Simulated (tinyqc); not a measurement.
What a faster ramp buys: rapid thermal processing of a wafer: radiative balance, ramp and cooling, pattern effects, pyrometer error and spike budget. Computed by tinyqc, a small Python program. Command: `OMP_NUM_THREADS=1 python tinyqc.py 3113082 3113083 out.jsonl rtp walk`. One thread of a shared host (Intel(R) Xeon(R) Processor @ 2.30GHz), about 0.04 s of CPU time with the checks.

The wafer is opaque and uniform through its thickness unless said otherwise; temperatures in formulas are in kelvin (C + 273.15). sigma = 5.670374419e-12 W/(cm^2 K^4).

Inputs (values chosen for the exercise, modelled on a hot silicon wafer):
```
quantity                                              value         unit
wafer thickness d                                       775   micrometre
heat capacity per volume C                             2.27   J/(cm^3 K)
thermal conductivity k                                 0.26     W/(cm K)
emissivity eps of each face                            0.71            -
reflectivity of the chamber walls r                    0.79            -
gas heat-transfer coefficient h, both faces together   0.63  mW/(cm^2 K)
wall temperature T_w                                    300            K
process temperature                                     677            C
starting temperature                                    500            C
ramp rate                                                47          K/s
activation energy of the process E_a                   3.46           eV
```

Constants: k_B = 8.617333262e-05 eV/K.

Method:
- Effective emissivity between parallel grey plates: eps_eff = 1/(1/eps + 1/(1 - r) - 1). Loss per area q(T) = 2 eps_eff sigma (T^4 - T_w^4) + h (T - T_w).
- Absorbed power during a ramp = q(T) + C d x ramp rate; thermal time constant tau = C d/(dq/dT), dq/dT = 8 eps_eff sigma T^3 + h; natural cooling rate q/(C d); front-to-back difference under one-sided heating at the end of the ramp = (absorbed power) d/(2 k).
- Cooling with the lamps off: C d dT/dt = -q(T), integrated adaptively (relative tolerance 1e-10).
- Spike anneal: linear ramp to the peak, then lamps off. Equivalent time at the peak = int exp(-(E_a/k_B)(1/T - 1/T_peak)) dt; estimate (k_B T^2/E_a)(1/ramp rate + 1/cooling rate). The ramp part uses 4000 trapezoid steps, the cooling part 4000 steps over 4 tau.

time constant tau = 21.5703 s

holding power q = 2.17951 W/cm^2

natural cooling rate = 12.3889 K/s

Against the ramp rate:
```
ramp (K/s)  ramp part (s)  cooling part (s)  total (s)  power at the peak (W/cm^2)
10                 2.1488            1.8818     4.0306                        3.94
25                 0.8595            1.8818     2.7413                        6.58
50                 0.4298            1.8818     2.3116                       10.98
100                0.2149            1.8818     2.0967                       19.77
250                0.0860            1.8818     1.9677                       46.16
500                0.0430            1.8818     1.9248                       90.14
1000               0.0215            1.8818     1.9033                      178.10
```

What does the comparison show, and why?

From 10 to 100 K/s the total falls by a factor 1.9, from 100 to 1000 K/s by 1.10: the cooling part, 1.88 s, is a floor, and the natural cooling rate here is 12.4 K/s.

Extremes, crossings and ranges named in words are read from the listed rows.
